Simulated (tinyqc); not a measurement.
CCD on RHF in the 6-311g basis, for H-, spin multiplicity 1, step by step. The basis has no diffuse functions, so it cannot describe the extra electron: this is an exercise in the method, not the real anion. One step of it, computed by the program tinyqc.

Question. Iteration 6 (converged): orbitals. Diagonalise F' = X^T F X, C = X C', fill 1 alpha and 1 beta electrons from the bottom; D = 2 C_occ C_occ^T. Each column has its largest component positive (the first on a tie).

converged F (hartree), order 1H 1s, 1H 2s, 1H 3s:
```
[[1.153994, -0.021484, -0.261960],
 [-0.021484, 0.169888, -0.038268],
 [-0.261960, -0.038268, 0.063977]]
```

X, order 1H 1s, 1H 2s, 1H 3s:
```
[[1.366024, -0.728467, 0.179565],
 [-0.728467, 2.045624, -0.905584],
 [0.179565, -0.905584, 1.539843]]
```

Give: F' = X^T F X; orbital energies; coefficients C; D after iteration 6.

Answer.

F' = X^T F X (hartree):
```
[[2.1698, -1.1643, -0.0681],
 [-1.1643, 1.2359, -0.3924],
 [-0.0681, -0.3924, 0.2971]]
```

orbital energies (hartree): [-0.0037, 0.7390, 2.9676]

coefficients C, order 1H 1s, 1H 2s, 1H 3s:
```
[[0.1750, 0.0850, -1.5463],
 [0.1747, 1.4880, 1.8140],
 [0.7648, -1.4374, -0.7566]]
```

D after iteration 6, order 1H 1s, 1H 2s, 1H 3s:
```
[[0.0612, 0.0611, 0.2676],
 [0.0611, 0.0610, 0.2672],
 [0.2676, 0.2672, 1.1697]]
```
